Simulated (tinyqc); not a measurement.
Rapid thermal processing of a wafer: radiative balance, ramp and cooling, pattern effects, pyrometer error and spike budget. From natural cooling rate back to reflectivity of the chamber walls r. Computed by tinyqc, a small Python program. Command: `OMP_NUM_THREADS=1 python tinyqc.py 3113791 3113792 out.jsonl rtp inv`. One thread of a shared host (Intel(R) Xeon(R) Processor @ 2.30GHz), about 0.04 s of CPU time with the checks.

The wafer is opaque and uniform through its thickness unless said otherwise; temperatures in formulas are in kelvin (C + 273.15). sigma = 5.670374419e-12 W/(cm^2 K^4).

Inputs (values chosen for the exercise, modelled on a hot silicon wafer): wafer thickness d = 625 micrometre; heat capacity per volume C = 2.09 J/(cm^3 K); thermal conductivity k = 0.22 W/(cm K); emissivity eps of each face = 0.55; gas heat-transfer coefficient h, both faces together = 2.4 mW/(cm^2 K); wall temperature T_w = 350 K; process temperature = 847 C; ramp rate = 22 K/s.

Method. Effective emissivity between parallel grey plates: eps_eff = 1/(1/eps + 1/(1 - r) - 1). Loss per area q(T) = 2 eps_eff sigma (T^4 - T_w^4) + h (T - T_w). Absorbed power during a ramp = q(T) + C d x ramp rate; thermal time constant tau = C d/(dq/dT), dq/dT = 8 eps_eff sigma T^3 + h; natural cooling rate q/(C d); front-to-back difference under one-sided heating at the end of the ramp = (absorbed power) d/(2 k).

Task: A run gave the result below. Find the reflectivity of the chamber walls r, known to lie between 0.24 and 0.77.

natural cooling rate = 67.41392 K/s

Result:

Each step takes the trial c = (a f_b - b f_a)/(f_b - f_a), f being the result less the target and a, b, c the logarithms of the listed values; c replaces end b, the old b replaces a if the sign of f changed, and otherwise f_a is halved.

Scan of the range:
```
reflectivity of the chamber walls r  natural cooling rate (K/s)
0.240                                                   77.5914
0.291                                                   74.8971
0.354                                                   71.3658
0.430                                                   66.7753
0.522                                                   60.6694
0.634                                                   52.2813
0.770                                                   40.3564
```

False position (Illinois rule, in the logarithm of the input) inside the bracket:
```
step     end a     end b     trial  natural cooling rate (K/s)
1     0.354000  0.430000  0.418522                     67.4934
2     0.430000  0.418522  0.419778                     67.4153
3     0.430000  0.419778  0.419822                     67.4126
4     0.419778  0.419822  0.419800                     67.4139
```

Natural cooling rate falls at every point of a 13-point scan of the range (every second point is shown), so one value fits; it is bracketed by 0.354 and 0.430. Answer: reflectivity of the chamber walls r = 0.4198.
